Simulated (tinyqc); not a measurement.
Worked calculation: epitaxial growth on a vicinal surface: Burton-Cabrera-Frank step flow, step-edge barrier and island nucleation. Computed by tinyqc, a small Python program that keeps every step. Command: `OMP_NUM_THREADS=1 python tinyqc.py 3004830 3004831 out.jsonl stepflow walk`. One thread of a shared host (Intel(R) Xeon(R) Processor @ 2.30GHz), about 0.04 s of CPU time with the checks. Intermediate numbers are printed to about 6 digits and carried at full precision; extremes and crossings named in words are read from the listed rows.

Adatoms land at rate F, hop on a square grid (a simplification for hexagonal faces), desorb, or join steps. Lengths are in units of a and n is the adatom coverage. Steps ascend at x = 0 and descend at x = l.

Inputs (values chosen for the exercise, close to those used for Si(111)): site spacing a = 3.84 angstrom; step height h = 3.14 angstrom; diffusion barrier E_d = 1.07 eV; desorption energy E_a = 2.93 eV; adatom formation energy E_f = 1.21 eV; step-edge barrier E_s = 0 eV; attempt frequency nu = 5 THz; deposition rate F = 0.074 layers/s; miscut angle = 2 degrees; temperature T = 750 C; critical nucleus size i = 1.

Constants: k_B = 8.617333262e-05 eV/K.

## Scales

D = nu exp(-E_d/(k_B T)) (a^2/s, nu counted per direction); tau = exp(E_a/(k_B T))/nu; x_s = sqrt(D tau); n_eq = exp(-E_f/(k_B T)); terrace width l = h/(a tan(miscut)); Schwoebel length l_s = exp(E_s/(k_B T)) - 1. Temperatures in kelvin are T(C) + 273.15.

D = 2.68176e+07 a^2/s

lifetime tau = 54.1339 s

diffusion length x_s = 38101.7 a

equilibrium coverage n_eq = 1.09609e-06

terrace width l = 23.4161 a

Schwoebel length l_s = 0 a

l/x_s = 6.15e-4: nearly every adatom reaches a step.

## Terrace solution

D n'' - n/tau + F = 0 with n(0) = n_eq and -l_s n'(l) = n(l) - n_eq. With u = n - F tau, A = n_eq - F tau, y = l/x_s, s = l_s/x_s: u = A cosh(x/x_s) + B sinh(x/x_s), B = A (1 - cosh y - s sinh y)/(sinh y + s cosh y). Flux into the ascending step J+ = D B/x_s, over the descending one J- = -(D/x_s)(A sinh y + B cosh y); step velocity J+ + J-; growth rate (J+ + J-)/l. For small y: J+ + J- = (F - n_eq/tau) l, J-/J+ = l/(l + 2 l_s). The coverage peaks where n' = 0, tanh(x/x_s) = -B/A.

J+ = 0.866396 atoms per step site and s

J- = 0.866396 atoms per step site and s

growth rate = 0.0740000 layers/s

peak coverage = 1.28521e-06

position of the peak = 11.7081 a

3.1e-5 % of the flux desorbs; even closely spaced steps lose n_eq/tau, 2.7e-5 % of F. The ascending step takes 50.0 %, half, as there is no barrier.

## Step flow or islands

Island density on a flat surface without desorption: N = 0.25 (F/D)^(i/(i+2)) exp(E_i/((i+2) k_B T)) per site, with E_i = 0 for i = 1; spacing l_n = N^(-1/2). Step flow needs an effective width l_eff = 2 x(peak) below l_n.

island density N on a flat surface = 3.50653e-04 per site

island spacing l_n = 53.4025 a

ratio l_eff/l_n = 0.438483

Steps capture adatoms before they meet: step flow. Caution: the prefactor 0.25 and the criterion are estimates, good to a factor of about two in length.

## Growth mode over temperature

x(peak) solves tanh(x/x_s) = -B/A. Rows where evaporation outweighs deposition are left out.

Scales:
```
T (C)  x_s (a)  l_s (a)  incorporated share  l_n (a)  l_eff/l_n
550     494280        0            1.000000  32.6687   0.716776
600     233299        0            1.000000  37.7273   0.620668
650     119447        0            1.000000  42.8950   0.545894
700      65511        0            1.000000  48.1314   0.486504
750      38102        0            1.000000  53.4025   0.438483
800      23308        0            0.999997  58.6798   0.399049
850      14896        0            0.999982  63.9400   0.366220
900       9891        0            0.999889  69.1636   0.338561
950       6791        0            0.999408  74.3352   0.315007
```

The ratio stays below 1: step flow in every row. Incorporation goes from 100.0 % to 99.9 %.

Checks made by the program: growth rate against F minus desorption, from a numerical solution (relative difference below 1e-10).
